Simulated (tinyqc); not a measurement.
Angle series: uniform film or islands? Model: X-ray photoelectron analysis of a thin oxide on a semiconductor: attenuation lengths, thickness, angle series and band offsets. Computed by tinyqc, a small Python program. Command: `OMP_NUM_THREADS=1 python tinyqc.py 3113693 3113694 out.jsonl xps walk`. One thread of a shared host (Intel(R) Xeon(R) Processor @ 2.30GHz), about 0.01 s of CPU time with the checks.

The same element is seen in the oxide and in the substrate, at nearly the same kinetic energy; films are flat and uniform, and the work function is ignored.

Inputs (values chosen for the exercise, modelled on SiO2 on 4H-SiC):

| quantity | value | unit |
|---|---|---|
| photon energy | 1253.6 | eV |
| binding energy of the core level | 100.5 | eV |
| oxide density | 2.18 | g/cm^3 |
| oxide formula mass | 60.08 | g/mol |
| valence electrons per oxide formula | 16 | - |
| oxide gap | 8.75 | eV |
| substrate density | 3.21 | g/cm^3 |
| substrate formula mass | 40.1 | g/mol |
| valence electrons per substrate formula | 8 | - |
| substrate gap | 3.26 | eV |
| oxide thickness d | 0.95 | nm |
| emission angle from the normal | 0 | degrees |
| attenuation length over inelastic mean free path | 0.86 | - |
| carbon overlayer | 0.62 | nm |

Method:
- TPP-2M: lambda = E/(E_p^2 [b ln(c E) - C/E + D/E^2]) in angstrom, E_p = 28.8 sqrt(N_v rho/M), b = -0.10 + 0.944/sqrt(E_p^2 + E_g^2) + 0.069 rho^0.1, c = 0.191/sqrt(rho), U = N_v rho/M, C = 1.97 - 0.91 U, D = 53.4 - 20.8 U, with E = photon energy less binding energy in eV.
- Attenuation length L = factor x lambda.
- R_0 = (rho_o/M_o) L_o/((rho_s/M_s) L_s); peak ratio R = I_ox/I_sub = R_0 [exp(d/(L_o cos theta)) - 1]; hence d = L_o cos theta ln(1 + R/R_0). A carbon layer weakens both peaks alike, by exp(-d_C/(L_o cos theta)) if its L is taken equal to L_o. This R_0 leaves out intrinsic losses from the substrate peak, so calibrated values can be larger.
- Islands: half of the surface carries 2 d and half none, R = R_0 (1/2)(1 - t)/(1/2 + t/2) with t = exp(-2 d/(L_o cos theta)); the apparent thickness is read with the uniform formula.

R_0 = 0.599578

L in the oxide = 2.87573 nm

Against the angle:

| theta (degrees) | R, uniform | R, islands | apparent d, islands (nm) |
|---|---|---|---|
| 0 | 0.2347 | 0.19117 | 0.79586 |
| 20 | 0.2526 | 0.20251 | 0.78634 |
| 35 | 0.2978 | 0.22949 | 0.76342 |
| 45 | 0.3570 | 0.26137 | 0.73572 |
| 55 | 0.4670 | 0.31161 | 0.69033 |
| 65 | 0.7106 | 0.39192 | 0.61131 |
| 75 | 1.5491 | 0.51295 | 0.46010 |

A uniform film gives d = 0.95 nm at every angle. The island film of the same volume reads 0.796 nm at normal emission and 0.460 nm at 75 degrees; its ratio cannot pass R_0, since the bare half always shows the substrate.

Extremes, crossings and ranges named in words are read from the listed rows.
